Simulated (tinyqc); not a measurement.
CIS and TDHF on RHF in the 6-311g basis, for H2, spin multiplicity 1, step by step. One step of it, computed by the program tinyqc.

Problem. CIS triplet states. Diagonalise A (1 hartree = 27.211386 eV); each vector has its largest component positive (the first on a tie).

CIS matrix A, triplet (hartree):
```
          1>2        1>3        1>4        1>5        1>6
1>2  0.356006   0.000000   0.138587   0.000000   0.027159
1>3  0.000000   0.517375   0.000000  -0.101895   0.000000
1>4  0.138587   0.000000   0.681807   0.000000  -0.139147
1>5  0.000000  -0.101895   0.000000   2.498998   0.000000
1>6  0.027159   0.000000  -0.139147   0.000000   2.539427
```

Give: triplet excitation energies; lowest vectors.

Solution.

triplet excitation energies (eV): 8.2335  13.9363  19.7213  68.1434  69.3869

lowest vectors:
```
     state 1  state 2  state 3  state 4  state 5
1>2   0.9347   0.0000   0.3553   0.0000   0.0077
1>3   0.0000   0.9987   0.0000  -0.0512   0.0000
1>4  -0.3538   0.0000   0.9324   0.0000  -0.0737
1>5   0.0000   0.0512   0.0000   0.9987   0.0000
1>6  -0.0334   0.0000   0.0662   0.0000   0.9973
```
